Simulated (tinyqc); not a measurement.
Three-phonon processes in a diatomic chain: dispersion, energy and momentum conservation, and decay channels of optical phonons: one step, computed by the program tinyqc. Command: `OMP_NUM_THREADS=1 python tinyqc.py 3120527 3120528 out.jsonl threeph walk`. One thread of a shared host (Intel(R) Xeon(R) Processor @ 2.30GHz), about 0.05 s of CPU time with the checks.

Cell length a, two atoms, one spring constant. x = q a/pi runs from -1 to 1; A and O are the acoustic and optical branches. Matrix elements are not computed: only conservation laws and occupation factors are followed.

Question. Dispersion. omega^2 = k (1/m + 1/M) -/+ k sqrt((1/m + 1/M)^2 - 4 sin^2(pi x/2)/(m M)); nu = 15.6333042 THz x sqrt(omega^2) for eV/(angstrom^2 u).

Inputs (values chosen for the exercise, for a model chain): light mass m = 27 u; heavy mass M = 87.8 u; spring constant k = 6.5 eV/angstrom^2.

Constants: nu for 1 eV/(angstrom^2 u) = 15.6333042 THz.

Give: the table «Branches» with the columns nu_A (THz), nu_O (THz), for x = 0.10, 0.20, 0.35, 0.50, 0.65, 0.80, 0.90, 1.00.

Answer.

Branches:
```
x     nu_A (THz)  nu_O (THz)
0.10       0.825       12.38
0.20       1.640       12.30
0.35       2.823       12.08
0.50       3.921       11.77
0.65       4.879       11.40
0.80       5.610       11.06
0.90       5.910       10.91
1.00       6.016       10.85
```
